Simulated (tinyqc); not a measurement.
Speciation in dilute and buffered hydrofluoric acid, oxide etch rate and bath loading: one step, computed by the program tinyqc. Command: `OMP_NUM_THREADS=1 python tinyqc.py 3121553 3121554 out.jsonl hfetch walk`. One thread of a shared host (Intel(R) Xeon(R) Processor @ 2.30GHz), about 0.01 s of CPU time with the checks.

Concentrations stand for activities, NH4+ and Cl- are spectators, and water ionisation is neglected. H, F and HF2 denote the ions H+, F- and HF2-. The base temperature is 298 K.

Task: Etch rate. Rate = k_a ([HF] + 2 [H2F2]) + k_b [HF2], an empirical two-term form. Time = oxide/rate; a temperature error changes the rate by exp((E_a/k_B)(1/298 - 1/(298 + error))) - 1.

Inputs (values chosen for the exercise, of the order of those for thermal oxide at room temperature): rate constant of neutral HF k_a = 13 nm L/(min mol); rate constant of HF2 k_b = 46 nm L/(min mol); activation energy = 0.45 eV; temperature error = 0.64 K; oxide removed per wafer = 210 nm.

[HF] = 0.2384934 mol/L

[H2F2] = 0.1694997 mol/L

[HF2] = 0.004096021 mol/L

Constants: k_B = 8.617333262e-05 eV/K.

Give: etch rate; share of HF2 in the rate; etch time; rate change from the temperature error.

Result:

etch rate = 7.6958 nm/min

share of HF2 in the rate = 2.4483 %

etch time = 1637.3 s

rate change from the temperature error = 3.8268 %
